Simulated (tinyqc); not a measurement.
Worked calculation: UHF in the 6-311g basis, for H2, spin multiplicity 1. One step of it, computed by the program tinyqc.

Task: Iteration 3: building the Fock matrix. J_ij = sum D_kl (ij|kl) with D = D(alpha) + D(beta), K_ij = sum D_kl (ik|jl) for each spin; F = H + J - K(s); E = tr D H + tr D J / 2 - 0.5 sum_s tr D(s) K(s) + E_nn.

D(alpha) after iteration 2, lower triangle:
```
          1H 1s     1H 2s     1H 3s     2H 1s     2H 2s     2H 3s
1H 1s  0.051737
1H 2s  0.099302  0.190595
1H 3s  0.047986  0.092102  0.044507
2H 1s  0.031617  0.060685  0.029325  0.019322
2H 2s  0.033800  0.064874  0.031349  0.020656  0.022081
2H 3s  0.013275  0.025480  0.012313  0.008113  0.008673  0.003406
```

D(beta) after iteration 2, lower triangle:
```
          1H 1s     1H 2s     1H 3s     2H 1s     2H 2s     2H 3s
1H 1s  0.019322
1H 2s  0.020656  0.022081
1H 3s  0.008113  0.008673  0.003406
2H 1s  0.031617  0.033800  0.013275  0.051737
2H 2s  0.060685  0.064874  0.025480  0.099302  0.190595
2H 3s  0.029325  0.031349  0.012313  0.047986  0.092102  0.044507
```

core Hamiltonian H = T + V (hartree), lower triangle:
```
           1H 1s      1H 2s      1H 3s      2H 1s      2H 2s      2H 3s
1H 1s  -0.462799
1H 2s  -0.971721  -1.024815
1H 3s  -0.650457  -0.833823  -0.798021
2H 1s  -0.534494  -0.678759  -0.545725  -0.462799
2H 2s  -0.678759  -0.856934  -0.748665  -0.971721  -1.024815
2H 3s  -0.545725  -0.748665  -0.747314  -0.650457  -0.833823  -0.798021
```

Two-electron integrals (ij|kl) in chemists' order, unique and non-zero (hartree):
```
(11|11) 1.393035   (21|11) 0.822971   (21|21) 0.509703   (22|11) 0.822904
(22|21) 0.543028   (22|22) 0.644106   (31|11) 0.411256   (31|21) 0.257757
(31|22) 0.279868   (31|31) 0.130794   (32|11) 0.543681   (32|21) 0.365771
(32|22) 0.452669   (32|31) 0.189803   (32|32) 0.325140   (33|11) 0.494021
(33|21) 0.340115   (33|22) 0.445993   (33|31) 0.178035   (33|32) 0.331779
(33|33) 0.361682   (41|11) 0.223574   (41|21) 0.142499   (41|22) 0.158100
(41|31) 0.072618   (41|32) 0.107863   (41|33) 0.101829   (41|41) 0.057152
(42|11) 0.292184   (42|21) 0.196947   (42|22) 0.241503   (42|31) 0.102146
(42|32) 0.171590   (42|33) 0.171092   (42|41) 0.086429   (42|42) 0.151875
(43|11) 0.200378   (43|21) 0.136868   (43|22) 0.173107   (43|31) 0.071338
(43|32) 0.124963   (43|33) 0.127673   (43|41) 0.060617   (43|42) 0.111865
(43|43) 0.084126   (44|11) 0.648269   (44|21) 0.449211   (44|22) 0.579866
(44|31) 0.235148   (44|32) 0.420303   (44|33) 0.429589   (44|41) 0.223574
(44|42) 0.434919   (44|43) 0.328487   (44|44) 1.393035   (51|11) 0.434919
(51|21) 0.271535   (51|22) 0.292942   (51|31) 0.137629   (51|32) 0.198193
(51|33) 0.185324   (51|41) 0.086429   (51|42) 0.123365   (51|43) 0.086058
(51|44) 0.292184   (51|51) 0.151875   (52|11) 0.510747   (52|21) 0.341141
(52|22) 0.415084   (52|31) 0.176555   (52|32) 0.295365   (52|33) 0.296636
(52|41) 0.119005   (52|42) 0.197342   (52|43) 0.144831   (52|44) 0.510747
(52|51) 0.197342   (52|52) 0.302460   (53|11) 0.387986   (53|21) 0.264597
(53|22) 0.338190   (53|31) 0.137991   (53|32) 0.247364   (53|33) 0.260525
(53|41) 0.094504   (53|42) 0.167062   (53|43) 0.126175   (53|44) 0.446151
(53|51) 0.154526   (53|52) 0.255322   (53|53) 0.226294   (54|11) 0.449211
(54|21) 0.309357   (54|22) 0.397520   (54|31) 0.161690   (54|32) 0.288875
(54|33) 0.297713   (54|41) 0.142499   (54|42) 0.271535   (54|43) 0.206073
(54|44) 0.822971   (54|51) 0.196947   (54|52) 0.341141   (54|53) 0.300612
(54|54) 0.509703   (55|11) 0.579866   (55|21) 0.397520   (55|22) 0.512855
(55|31) 0.207665   (55|32) 0.376372   (55|33) 0.397500   (55|41) 0.158100
(55|42) 0.292942   (55|43) 0.224090   (55|44) 0.822904   (55|51) 0.241503
(55|52) 0.415084   (55|53) 0.373349   (55|54) 0.543028   (55|55) 0.644106
(61|11) 0.328487   (61|21) 0.206073   (61|22) 0.224090   (61|31) 0.104597
(61|32) 0.152061   (61|33) 0.142738   (61|41) 0.060617   (61|42) 0.086058
(61|43) 0.060156   (61|44) 0.200378   (61|51) 0.111865   (61|52) 0.144831
(61|53) 0.113484   (61|54) 0.136868   (61|55) 0.173107   (61|61) 0.084126
(62|11) 0.446151   (62|21) 0.300612   (62|22) 0.373349   (62|31) 0.156077
(62|32) 0.268690   (62|33) 0.275091   (62|41) 0.094504   (62|42) 0.154526
(62|43) 0.113484   (62|44) 0.387986   (62|51) 0.167062   (62|52) 0.255322
(62|53) 0.216530   (62|54) 0.264597   (62|55) 0.338190   (62|61) 0.126175
(62|62) 0.226294   (63|11) 0.422790   (63|21) 0.291600   (63|22) 0.384248
(63|31) 0.152748   (63|32) 0.286785   (63|33) 0.314784   (63|41) 0.093692
(63|42) 0.163464   (63|43) 0.123726   (63|44) 0.422790   (63|51) 0.163464
(63|52) 0.271285   (63|53) 0.243917   (63|54) 0.291600   (63|55) 0.384248
(63|61) 0.123726   (63|62) 0.243917   (63|63) 0.284980   (64|11) 0.235148
(64|21) 0.161690   (64|22) 0.207665   (64|31) 0.084483   (64|32) 0.151094
(64|33) 0.156245   (64|41) 0.072618   (64|42) 0.137629   (64|43) 0.104597
(64|44) 0.411256   (64|51) 0.102146   (64|52) 0.176555   (64|53) 0.156077
(64|54) 0.257757   (64|55) 0.279868   (64|61) 0.071338   (64|62) 0.137991
(64|63) 0.152748   (64|64) 0.130794   (65|11) 0.420303   (65|21) 0.288875
(65|22) 0.376372   (65|31) 0.151094   (65|32) 0.278430   (65|33) 0.299341
(65|41) 0.107863   (65|42) 0.198193   (65|43) 0.152061   (65|44) 0.543681
(65|51) 0.171590   (65|52) 0.295365   (65|53) 0.268690   (65|54) 0.365771
(65|55) 0.452669   (65|61) 0.124963   (65|62) 0.247364   (65|63) 0.286785
(65|64) 0.189803   (65|65) 0.325140   (66|11) 0.429589   (66|21) 0.297713
(66|22) 0.397500   (66|31) 0.156245   (66|32) 0.299341   (66|33) 0.334890
(66|41) 0.101829   (66|42) 0.185324   (66|43) 0.142738   (66|44) 0.494021
(66|51) 0.171092   (66|52) 0.296636   (66|53) 0.275091   (66|54) 0.340115
(66|55) 0.445993   (66|61) 0.127673   (66|62) 0.260525   (66|63) 0.314784
(66|64) 0.178035   (66|65) 0.331779   (66|66) 0.361682
```

nuclear repulsion = 0.65654741 hartree

Give: Coulomb J; exchange K(alpha); exchange K(beta); F(alpha); F(beta); total energy of this density.

Result:

Coulomb J (hartree), lower triangle:
```
        1H 1s   1H 2s   1H 3s   2H 1s   2H 2s   2H 3s
1H 1s  1.5186
1H 2s  0.9994  1.1959
1H 3s  0.5154  0.8486  0.8528
2H 1s  0.3441  0.5719  0.4211  1.5186
2H 2s  0.5719  0.8641  0.7306  0.9994  1.1959
2H 3s  0.4211  0.7306  0.7781  0.5154  0.8486  0.8528
```

exchange K(alpha) (hartree), lower triangle:
```
        1H 1s   1H 2s   1H 3s   2H 1s   2H 2s   2H 3s
1H 1s  0.5674
1H 2s  0.5470  0.5963
1H 3s  0.3781  0.4362  0.3311
2H 1s  0.2822  0.3379  0.2558  0.3185
2H 2s  0.4045  0.4695  0.3554  0.3434  0.4293
2H 3s  0.3349  0.3934  0.3019  0.2541  0.3403  0.2826
```

exchange K(beta) (hartree), lower triangle:
```
        1H 1s   1H 2s   1H 3s   2H 1s   2H 2s   2H 3s
1H 1s  0.3185
1H 2s  0.3434  0.4293
1H 3s  0.2541  0.3403  0.2826
2H 1s  0.2822  0.4045  0.3349  0.5674
2H 2s  0.3379  0.4695  0.3934  0.5470  0.5963
2H 3s  0.2558  0.3554  0.3019  0.3781  0.4362  0.3311
```

F(alpha) (hartree), lower triangle:
```
         1H 1s    1H 2s    1H 3s    2H 1s    2H 2s    2H 3s
1H 1s   0.4884
1H 2s  -0.5193  -0.4252
1H 3s  -0.5132  -0.4215  -0.2764
2H 1s  -0.4725  -0.4448  -0.3804   0.7373
2H 2s  -0.5114  -0.4623  -0.3734  -0.3157  -0.2582
2H 3s  -0.4595  -0.4114  -0.2712  -0.3892  -0.3256  -0.2279
```

F(beta) (hartree), lower triangle:
```
         1H 1s    1H 2s    1H 3s    2H 1s    2H 2s    2H 3s
1H 1s   0.7373
1H 2s  -0.3157  -0.2582
1H 3s  -0.3892  -0.3256  -0.2279
2H 1s  -0.4725  -0.5114  -0.4595   0.4884
2H 2s  -0.4448  -0.4623  -0.4114  -0.5193  -0.4252
2H 3s  -0.3804  -0.3734  -0.2712  -0.5132  -0.4215  -0.2764
```

total energy of this density = -1.109257 hartree
